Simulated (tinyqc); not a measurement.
Quantum well in an electric field by finite differences: one step. The tridiagonal Hamiltonian. Five cases, with inputs chosen for the exercise.

Task: Form the diagonal and the neighbouring elements; V in the grid already includes the field.

Finite differences on points z_i at the centres of cells of width h: H_ii = (c/h^2)(1/m_(i-1/2) + 1/m_(i+1/2)) + V_i, H_(i,i+1) = -(c/h^2)/m_(i+1/2), where m_(i+1/2) is the mean of the masses at the two points (the end values are repeated outwards), psi = 0 on the points beyond both ends, c = hbar^2/2m0. The field adds e F (z - z0) with z0 the middle of the structure; 1 kV/cm = 1e-5 eV/angstrom.

Constants: hbar^2/2m0 = 3.80998211 eV angstrom^2.

Case 1.

Values chosen (out of a larger set: near those of a GaAs well in AlGaAs; not measured data): h = 15 angstrom (cell width of the coarse grid).

Grid:
```
i   z (angstrom)     V (eV)    m (m0)
1          7.500   0.295125  0.100200
2         22.500   0.300375  0.100200
3         37.500   0.305625  0.100200
4         52.500   0.310875  0.100200
5         67.500  -0.007875  0.065800
6         82.500  -0.002625  0.065800
7         97.500   0.002625  0.065800
8        112.500   0.007875  0.065800
9        127.500   0.337125  0.100200
10       142.500   0.342375  0.100200
11       157.500   0.347625  0.100200
12       172.500   0.352875  0.100200
```

Case 2.

Values chosen (out of a larger set: near those of a non-polar GaN well in AlGaN; not measured data): h = 4 angstrom (cell width of the coarse grid).

Grid:
```
i   z (angstrom)     V (eV)    m (m0)
1          2.000   0.602400  0.259000
2          6.000   0.622800  0.259000
3         10.000   0.643200  0.259000
4         14.000   0.663600  0.259000
5         18.000  -0.051000  0.202000
6         22.000  -0.030600  0.202000
7         26.000  -0.010200  0.202000
8         30.000   0.010200  0.202000
9         34.000   0.030600  0.202000
10        38.000   0.051000  0.202000
11        42.000   0.806400  0.259000
12        46.000   0.826800  0.259000
13        50.000   0.847200  0.259000
14        54.000   0.867600  0.259000
```

Case 3.

Values chosen (out of a larger set: near those of a GaAs well in AlGaAs; not measured data): h = 21 angstrom (cell width of the coarse grid).

Grid:
```
i   z (angstrom)     V (eV)    m (m0)
1         10.500   0.210870  0.091900
2         31.500   0.218010  0.091900
3         52.500   0.225150  0.091900
4         73.500  -0.010710  0.066100
5         94.500  -0.003570  0.066100
6        115.500   0.003570  0.066100
7        136.500   0.010710  0.066100
8        157.500   0.260850  0.091900
9        178.500   0.267990  0.091900
10       199.500   0.275130  0.091900
```

Case 4.

Values chosen (out of a larger set: near those of a strained Si well in SiGe; not measured data): h = 6 angstrom (cell width of the coarse grid).

Grid:
```
i   z (angstrom)     V (eV)    m (m0)
1          3.000   0.150250  0.962000
2          9.000   0.154750  0.962000
3         15.000   0.159250  0.962000
4         21.000  -0.011250  0.911000
5         27.000  -0.006750  0.911000
6         33.000  -0.002250  0.911000
7         39.000   0.002250  0.911000
8         45.000   0.006750  0.911000
9         51.000   0.011250  0.911000
10        57.000   0.190750  0.962000
11        63.000   0.195250  0.962000
12        69.000   0.199750  0.962000
```

Case 5.

Values chosen (out of a larger set: near those of a strained Si well in SiGe; not measured data): h = 6 angstrom (cell width of the coarse grid).

Grid:
```
i   z (angstrom)     V (eV)    m (m0)
1          3.000   0.173440  0.916000
2          9.000   0.175360  0.916000
3         15.000   0.177280  0.916000
4         21.000  -0.004800  0.932000
5         27.000  -0.002880  0.932000
6         33.000  -0.000960  0.932000
7         39.000   0.000960  0.932000
8         45.000   0.002880  0.932000
9         51.000   0.004800  0.932000
10        57.000   0.190720  0.916000
11        63.000   0.192640  0.916000
12        69.000   0.194560  0.916000
```

Give: diagonal H_ii; H_(i,i+1).

Result:

Case 1.

diagonal H_ii (eV): 0.6331  0.6384  0.6436  0.6839  0.4535  0.5121  0.5173  0.4692  0.7101  0.6804  0.6856  0.6909

H_(i,i+1) (eV): -0.1690  -0.1690  -0.1690  -0.2040  -0.2573  -0.2573  -0.2573  -0.2040  -0.1690  -0.1690  -0.1690

Case 2.

diagonal H_ii (eV): 2.4412  2.4616  2.4820  2.6161  2.1609  2.3271  2.3475  2.3679  2.3883  2.2629  2.7589  2.6656  2.6860  2.7064

H_(i,i+1) (eV): -0.9194  -0.9194  -0.9194  -1.0331  -1.1788  -1.1788  -1.1788  -1.1788  -1.1788  -1.0331  -0.9194  -0.9194  -0.9194

Case 3.

diagonal H_ii (eV): 0.3989  0.4060  0.4285  0.2294  0.2578  0.2650  0.2508  0.4642  0.4560  0.4631

H_(i,i+1) (eV): -0.0940  -0.0940  -0.1094  -0.1307  -0.1307  -0.1307  -0.1094  -0.0940  -0.0940

Case 4.

diagonal H_ii (eV): 0.3703  0.3748  0.3823  0.2179  0.2256  0.2301  0.2346  0.2391  0.2404  0.4138  0.4153  0.4198

H_(i,i+1) (eV): -0.1100  -0.1100  -0.1130  -0.1162  -0.1162  -0.1162  -0.1162  -0.1162  -0.1130  -0.1100  -0.1100

Case 5.

diagonal H_ii (eV): 0.4045  0.4064  0.4074  0.2233  0.2242  0.2261  0.2281  0.2300  0.2329  0.4208  0.4237  0.4256

H_(i,i+1) (eV): -0.1155  -0.1155  -0.1145  -0.1136  -0.1136  -0.1136  -0.1136  -0.1136  -0.1145  -0.1155  -0.1155

Computed by tinyqc, one run a case: `OMP_NUM_THREADS=1 python tinyqc.py N N+1 out.jsonl` with N = 1281322, 1281404, 1281470, 1281880, 1282614; one thread of a shared Intel(R) Xeon(R) Processor @ 2.30GHz, about 0.03 s a run at most.
